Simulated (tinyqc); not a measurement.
As the film thickens, and with more bath resistance: electroplating on a thin resistive seed layer: kinetics, Wagner number and the terminal effect across a wafer. Computed by tinyqc, a small Python program. Command: `OMP_NUM_THREADS=1 python tinyqc.py 3120463 3120464 out.jsonl terminal walk`. One thread of a shared host (Intel(R) Xeon(R) Processor @ 2.30GHz), about 0.02 s of CPU time with the checks.

Current enters the seed at the rim. The bath is treated as a local resistance per area (no lateral flow in the liquid), two electrons per ion, molar volume 7.11 cm^3/mol, Faraday constant F = e N_A, kinematic viscosity 0.01 cm^2/s, omega = 2 pi x rpm/60; k_B T/e is in volts.

Inputs (values chosen for the exercise, of the order of those for copper plating on a thin cobalt or ruthenium seed): wafer radius R = 10 cm; seed thickness t = 13 nm; seed resistivity = 12 microohm cm; bath conductivity kappa = 0.15 S/cm; gap to the anode h = 3.3 cm; extra resistance of a porous plate = 45 ohm cm^2; exchange current density i_0 = 1.8 mA/cm^2; cathodic transfer coefficient alpha = 0.66; mean current density = 9.2 mA/cm^2; diffusivity of the metal ion = 4.6e-06 cm^2/s; metal ion concentration = 0.62 mol/L; rotation rate = 60 rpm; temperature T = 298 K.

Constants: e = 1.602176634e-19 C; N_A = 6.02214076e+23 1/mol; k_B = 8.617333262e-05 eV/K.

Method:
- Growth rate = i V_m/(2 F). Levich limit i_L = 0.62 x 2 F D^(2/3) omega^(1/2) nu^(-1/6) c. Tafel overpotential eta = (k_B T/(alpha e)) ln(i/i_0); kinetic resistance k_B T/(alpha e i); bath resistance h/kappa + plate; R_s = resistivity/t; Wagner number = kinetic resistance x kappa/R.
- Full model: seed potential phi(r) with (1/r)(r phi')' = R_s i, where i solves phi = R_b i + (k_B T/(alpha e)) ln(i/i_0) (phi being the driving voltage left at r); phi'(0) = 0 and phi'(R) = R_s i_mean R/2. Solved by collocation to a tolerance of 1e-7.
- The film is taken as uniform, with the seed resistivity; the last column adds 100 ohm cm^2 to R_b. Extra power of that plate = i^2 x 100 ohm cm^2 x area.

sheet resistance R_s = 9.23077 ohm/square

bath resistance R_b = 67 ohm cm^2

Edge over centre:
```
thickness (nm)  R_s (ohm/square)  as given  with 100 ohm cm^2 more
13.0                      9.2308    7.6628                  2.8679
19.5                      6.1538    4.5598                  2.1194
26.0                      4.6154    3.3734                  1.7954
39.0                      3.0769    2.3999                  1.5020
65.0                      1.8462    1.7590                  1.2882
130.0                     0.9231    1.3510                  1.1394
260.0                     0.4615    1.1686                  1.0685
```

extra power = 2.6590 W

What does the comparison show, and why?

The ratio falls below 1.1 in none of these rows as given, and from 260 nm on with the added resistance: what counts is R_s R^2 against the sum of kinetic and bath resistance.
